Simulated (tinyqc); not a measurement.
Critical temperature from a phonon spectrum: McMillan, Allen-Dynes and the linearised Eliashberg equation: one step, computed by the program tinyqc. Command: `OMP_NUM_THREADS=1 python tinyqc.py 3026099 3026100 out.jsonl eliashberg walk`. One thread of a shared host (Intel(R) Xeon(R) Processor @ 2.30GHz), about 0.02 s of CPU time with the checks.

alpha^2 F(omega) = sum_i (lambda_i omega_i/2) delta(omega - omega_i), so that lambda = 2 int alpha^2 F/omega d omega = sum_i lambda_i.

Question. Largest eigenvalue of the small kernel. K is the kernel of the linearised Eliashberg equation on the Matsubara points omega_n = (2n + 1) pi k_B T; T_c is where its largest eigenvalue rho is zero. Diagonalise K; at rho = 0 the eigenvector c is the gap function Delta_n/omega_n up to a factor; away from it Delta_n/Delta_0 = (2n + 1) c_n/c_0 is only an estimate.

Inputs (values chosen for the exercise, for a model metal): trial temperature = 8.66 K.

Peaks in alpha^2 F: one.

K, lower triangle (symmetric):
```
          1         2         3          4          5          6
1  -0.66768
2   0.79244  -4.22551
3   0.48602   0.55584  -7.30374
4   0.24942   0.32804   0.45268  -10.01104
5   0.09143   0.14626   0.25932    0.40544  -12.49161
6  -0.01172   0.02271   0.09902    0.22578    0.38092  -14.83263
```

Give: largest eigenvalue rho; Delta_n/Delta_0.

Answer.

largest eigenvalue rho = -0.43266

Delta_n/Delta_0: 1.0000  0.6789  0.4606  0.2712  0.1228  0.0126

rho < 0: in this small matrix the trial temperature lies above T_c.
